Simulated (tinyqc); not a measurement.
Scaling the whole coupling: critical temperature from a phonon spectrum: McMillan, Allen-Dynes and the linearised Eliashberg equation. Computed by tinyqc, a small Python program. Command: `OMP_NUM_THREADS=1 python tinyqc.py 3007677 3007678 out.jsonl eliashberg walk`. One thread of a shared host (Intel(R) Xeon(R) Processor @ 2.30GHz), about 0.01 s of CPU time with the checks.

alpha^2 F(omega) = sum_i (lambda_i omega_i/2) delta(omega - omega_i), so that lambda = 2 int alpha^2 F/omega d omega = sum_i lambda_i.

Inputs (values chosen for the exercise, for a model metal):
```
quantity                     value  unit
peak energy omega_1           18.6   meV
coupling lambda_1            0.501     -
peak energy omega_2           40.5   meV
coupling lambda_2            0.731     -
peak energy omega_3           71.6   meV
coupling lambda_3            0.328     -
Coulomb pseudopotential mu*    0.1     -
```

Peaks in alpha^2 F: three.

Constants: k_B = 8.617333262e-05 eV/K.

Method:
- omega_log = exp(sum lambda_i ln omega_i / lambda); omega_rms = sqrt(sum lambda_i omega_i^2 / lambda).
- McMillan form: k_B T_c = (omega_log/1.2) exp[-1.04 (1 + lambda)/(lambda - mu* (1 + 0.62 lambda))]. Allen-Dynes multiplies it by f1 f2: f1 = [1 + (lambda/L1)^(3/2)]^(1/3), L1 = 2.46 (1 + 3.8 mu*); f2 = 1 + (omega_rms/omega_log - 1) lambda^2/(lambda^2 + L2^2), L2 = 1.82 (1 + 6.3 mu*) omega_rms/omega_log.
- Linearised Eliashberg equation at omega_n = (2n + 1) pi k_B T, n = 0..N-1: lambda(j) = sum_i lambda_i omega_i^2/(omega_i^2 + (2 pi j k_B T)^2); K_mn = lambda(m - n) + lambda(m + n + 1) - 2 mu*(N) - delta_mn [2m + 1 + lambda(0) + 2 sum_(j=1..m) lambda(j)], with 1/mu*(N) = 1/mu* + ln(omega_rms/omega_N), omega_N = (2N + 1) pi k_B T. T_c is where the largest eigenvalue rho of K is zero.
- N is the smallest integer at or above 8 omega_max/(2 pi k_B T_AD), omega_max the highest peak and T_AD the Allen-Dynes value.
- All lambda_i are multiplied by s. The last column is the large-lambda limit for mu* = 0, k_B T_c = 0.1827 omega_rms sqrt(lambda).

lambda = 1.56

omega_rms = 44.2448 meV

omega_log = 35.5593 meV

T_c (K):
```
s    lambda  McMillan  Allen-Dynes  Eliashberg  large-lambda limit
0.6   0.936    25.847        27.44       25.68               90.75
0.8   1.248    38.729        42.45       40.74              104.79
1.0   1.560    48.781        55.37       54.21              117.16
1.3   2.028    59.917        71.85       71.93              133.59
1.7   2.652    70.071        90.41       92.09              152.76
2.3   3.588    79.766       114.02      117.41              177.69
3.2   4.992    88.269       143.77      148.67              209.59
```

What follows from these numbers?

McMillan/Eliashberg runs from 1.01 at lambda = 0.94 to 0.59 at 4.99: the exponential form levels off at large lambda, while the true T_c keeps rising (exponent 0.71 between the last rows, tending to 1/2). Allen-Dynes stays within about 7 % over the table. The last row reaches 71 % of the mu* = 0 limit; with mu* above zero T_c stays below that line at any lambda.

Extremes, crossings and ranges named in words are read from the listed rows.
